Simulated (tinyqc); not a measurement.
Resistance of a circular point contact between the ballistic and the diffusive limit: one step of the calculation.

Two half-spaces of a free-electron metal (one valley, spin 2) meet through a circular opening of radius a in an insulating sheet.

Task. Fermi wave number and resistivity. kF = (3 pi^2 n)^(1/3), resistivity rho = hbar kF/(n q^2 l). Maxwell: RM = rho/(2 a); Sharvin: RS = 4 rho l/(3 pi a^2); interpolation R = RS + gamma RM, gamma = (1 + 0.83 K)/(1 + 1.33 K), K = l/a.

Values chosen for this exercise:
- n = 7.7e22 cm^-3 (free-electron density)
- l = 2.6 nm (mean free path)
- a = 3 nm (radius of the opening)

Constants: q = 1.602176634e-19 C, hbar = 1.054571817e-34 J s. Results are converted to the units shown.

Wanted: kF; rho; modes (kF a)^2/4.

Result.

kF = 13.161 1/nm
rho = 27.008 uohm cm
modes (kF a)^2/4 = 389.75

Program tinyqc, `OMP_NUM_THREADS=1 python tinyqc.py 2760009 2760010 out.jsonl`; Intel Xeon 2.30GHz, shared host, one thread, about 0.01 s.
